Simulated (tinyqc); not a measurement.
Bias-temperature instability from a Gaussian distribution of capture and emission barriers. From one set of inputs to another, one input at a time. Computed by tinyqc, a small Python program. Command: `OMP_NUM_THREADS=1 python tinyqc.py 3026374 3026375 out.jsonl bti ladder`. One thread of a shared host (Intel(R) Xeon(R) Processor @ 2.30GHz), about 0.02 s of CPU time with the checks.

Each trap has a capture time tau_0 exp(E_c/(k_B T)) under stress and an emission time tau_0 exp(E_e/(k_B T)) after it. E_c is Gaussian, and E_e = E_c + d with d Gaussian and independent. A trap counts as filled once t_s exceeds its capture time and as emptied once t_r exceeds its emission time.

The inputs printed are set A. Inputs not listed in the table keep their values of set A, so the rows need not describe a real material.

Inputs (values chosen for the exercise, for a model p-channel transistor): shift with all traps filled V_max = 290 mV; mean capture barrier at zero field mu_c = 1.71 eV; spread of capture barriers sigma_c = 0.37 eV; lowering of mu_c per field k_F = 0.064 eV/(MV/cm); oxide field F = 5.2 MV/cm; mean of E_e - E_c at the stress field, delta = -0.25 eV; spread of E_e - E_c, sigma_d = 0.28 eV; time constant tau_0 = 3e-11 s; temperature T = 85 C; stress time t_s = 2000 s; recovery time t_r = 6e-05 s.

Constants: k_B = 8.617333262e-05 eV/K.

Method:
- Demarcation energies E_s = k_B T ln(t_s/tau_0), E_r = k_B T ln(t_r/tau_0); mean barrier mu = mu_c - k_F F; z = (E_s - mu)/sigma_c; Phi is the standard normal distribution.
- Temperatures in kelvin are T(C) + 273.15.
- Shift without recovery dV0 = V_max Phi(z); local time exponent n = d ln dV0/d ln t_s = (k_B T/sigma_c) exp(-z^2/2)/(sqrt(2 pi) Phi(z)); apparent activation energy n E_s.
- Remaining shift dV = V_max int_(-infinity)^(E_s) g(E_c) [1 - Phi((E_r - E_c - delta)/sigma_d)] dE_c, g the Gaussian density of E_c (Gauss-Legendre, 120 points over 7 sigma_c below E_s).

Each row keeps all changes above it:
```
input moved                                         from     to  shift without recovery dV0 (mV)  remaining share dV/dV0  apparent activation energy (eV)
set A                                                  -      -                            41.46                  0.6264                           0.1294
lowering of mu_c per field k_F (eV/(MV/cm))        0.064  0.041                            23.84                  0.6518                           0.1513
time constant tau_0 (s)                            3e-11  1e-11                            28.14                  0.6450                           0.1500
temperature T (C)                                     85     60                            19.74                  0.6145                           0.1416
mean of E_e - E_c at the stress field, delta (eV)  -0.25  -0.02                            19.74                  0.8431                           0.1416
spread of E_e - E_c, sigma_d (eV)                   0.28   0.34                            19.74                  0.8051                           0.1416
shift with all traps filled V_max (mV)               290     67                             4.56                  0.8051                           0.1416
stress time t_s (s)                                 2000   3000                             4.84                  0.8119                           0.1414
```

Which inputs carry the difference?

Shift without recovery dV0 goes from 41.5 to 4.84, a factor 0.117 in all. The largest single move comes from shift with all traps filled V_max (a factor 0.231), and time constant tau_0 works against it (a factor 1.18). Remaining share dV/dV0 goes from 0.626 to 0.812, a factor 1.30 in all. The largest single move comes from mean of E_e - E_c at the stress field, delta (a factor 1.37), and temperature T works against it (a factor 0.953). Apparent activation energy goes from 0.129 to 0.141, a factor 1.09 in all. The largest single move comes from lowering of mu_c per field k_F (a factor 1.17), and temperature T works against it (a factor 0.944). The single moves hold for this order of the switches; the total does not depend on the order.

Extremes, crossings and ranges named in words are read from the listed rows.
